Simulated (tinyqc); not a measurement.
Ferroelectric hysteresis, discrete Preisach model: two steps of the calculation.

16 bistable elements (j, k) switch to +1 when V reaches u_j and to -1 when V falls to -u_k, and keep their state between. P = Ps sum w_jk s_jk. All elements start at -1. No time dependence and no dielectric part.

Inputs (values chosen for the exercise):
```
symbol               value     unit                              meaning
Ps                      38  uC/cm^2              saturation polarisation
Vc                    0.95        V                mean coercive voltage
sg                    0.51        V     spread of the switching voltages
up      [0.2, 0.6, 1, 1.4]        V                      list of the u_j
cr                     0.8           correlation of up and down voltages
```

Task 1. Weights. w_jk is proportional to exp[-(a_j^2 + a_k^2 - 2 cr a_j a_k)/(2 (1 - cr^2))], a_j = (u_j - Vc)/sg, and the weights sum to one.

Give: w.

Result 1.

w:

|  | d=-0.2 | d=-0.6 | d=-1 | d=-1.4 |
|---|---|---|---|---|
| u=0.2 | 0.0594 | 0.0480 | 0.0070 | 0.0002 |
| u=0.6 | 0.0480 | 0.1522 | 0.0873 | 0.0091 |
| u=1 | 0.0070 | 0.0873 | 0.1966 | 0.0802 |
| u=1.4 | 0.0002 | 0.0091 | 0.0802 | 0.1283 |

Task 2. The voltage goes to 1.2 V. Rows with u_j <= V turn to +1; columns with V <= -u_k turn to -1; P = Ps sum w s.

states after step 2:

|  | d=-0.2 | d=-0.6 | d=-1 | d=-1.4 |
|---|---|---|---|---|
| u=0.2 | -1 | -1 | 1 | 1 |
| u=0.6 | -1 | -1 | 1 | 1 |
| u=1 | -1 | -1 | -1 | -1 |
| u=1.4 | -1 | -1 | -1 | -1 |

w:

|  | d=-0.2 | d=-0.6 | d=-1 | d=-1.4 |
|---|---|---|---|---|
| u=0.2 | 0.05944537 | 0.04801266 | 0.00702256 | 0.00018601 |
| u=0.6 | 0.04801266 | 0.15215006 | 0.08731526 | 0.00907423 |
| u=1 | 0.00702256 | 0.08731526 | 0.19660152 | 0.08016508 |
| u=1.4 | 0.00018601 | 0.00907423 | 0.08016508 | 0.12825145 |

V = 1.2 V

Give: states after step 3; P after step 3.

Result 2.

states after step 3:

|  | d=-0.2 | d=-0.6 | d=-1 | d=-1.4 |
|---|---|---|---|---|
| u=0.2 | 1 | 1 | 1 | 1 |
| u=0.6 | 1 | 1 | 1 | 1 |
| u=1 | 1 | 1 | 1 | 1 |
| u=1.4 | -1 | -1 | -1 | -1 |

P after step 3 = 21.457 uC/cm^2

Computed by the program tinyqc: `OMP_NUM_THREADS=1 python tinyqc.py 2860126 2860127 out.jsonl`, one thread of a shared Intel Xeon 2.30GHz, about 0.01 s for the whole run.
